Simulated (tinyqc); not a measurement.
Donors on two lattice sites with valley-orbit split states, step by step. Values are carried at full precision from step to step, so a last printed digit may differ when a step is redone from the rounded ones.

Each donor binds at most one electron, in any of its states. For a site s, W_s = sum over its states of g exp(E/kT), and the ionised share is 1/(1 + W_s exp(eta)), eta = (EF - Ec)/kT; n = Nc F_1/2(eta); neutrality n + NA = ND x (mean ionised share, the two sites in equal numbers); holes are neglected. Nc from N = 2 (m kB T/(4 pi c))^(3/2) with c = hbar^2/2m0, in 1/angstrom^3; times 1e24 for 1/cm^3, m = md. F_j(eta) = (1/Gamma(j + 1)) integral_0^infinity x^j dx/(1 + exp(x - eta)), which tends to exp(eta) for eta << 0.

Constants: hbar^2/2m0 = 3.80998211 eV angstrom^2; kB = 8.617333262e-05 eV/K.

Values chosen for the exercise (near those of nitrogen in 4H-SiC; the results hold for these values, not for the real material): md = 0.808 m0 (density-of-states mass of the conduction band); E = (62.8, 55.3, 127.9, 85.6) meV (binding energies of h ground, h excited, k ground, k excited); g = (2, 4, 2, 4) (their degeneracies with spin); T = 500 K; ND = 2.9e+16 1/cm^3 (donors, half on each site); NA = 0 1/cm^3 (compensating acceptors, all ionised); mu0 = 39 cm^2/(V s) (mobility at heavy doping); mu1 = 916 cm^2/(V s) (mobility at light doping and 300 K); Nr = 2e+17 1/cm^3 (reference doping); de = 0.61 (doping exponent); ga = 2.4 (temperature exponent).

## Partition sums of the neutral donor

Give each term g exp(E/kT), W_s, and the effective degeneracy W_s exp(-E_ground/kT).

Nc = 3.9216e+19 1/cm^3

terms: h ground 8.591, h excited 14.44, k ground 38.92, k excited 29.17

W_s: h 23.027, k 68.088

effective degeneracy: h 5.361, k 3.499

The ground state alone would give 2 and all states together 6 on each site; here the excited states hold 63 % and 43 % of the bound electrons on the h and k sites.

## Neutrality

Solve for eta.

eta = -7.241
n = 2.81e+16 1/cm^3

ionised share: h 0.984, k 0.953

n is 0.969 of ND - NA. The deeper k site is ionised 0.97 times as much as the h site.

## Mobility and resistivity

Mobility (Caughey-Thomas form): mu = mu0 + (mu1 (T/300)^(-ga) - mu0)/(1 + ((ND + NA)/Nr)^de); rho = 1/(e n mu), e = 1.602176634e-19 C.

Compare with full ionisation, n = ND - NA.

mu = 214.7 cm^2/(V s)
rho = 1.03 ohm cm
rho at full ionisation = 1.00 ohm cm

Incomplete ionisation raises rho by a factor 1.03.

## Checks

- n + NA against ND times the mean ionised share (1/cm^3): both 2.809e+16.

Run: tinyqc, `OMP_NUM_THREADS=1 python tinyqc.py 1651371 1651372 out.jsonl`; Intel(R) Xeon(R) Processor @ 2.30GHz, one thread, shared host; about 0.01 s of CPU time with all checks.
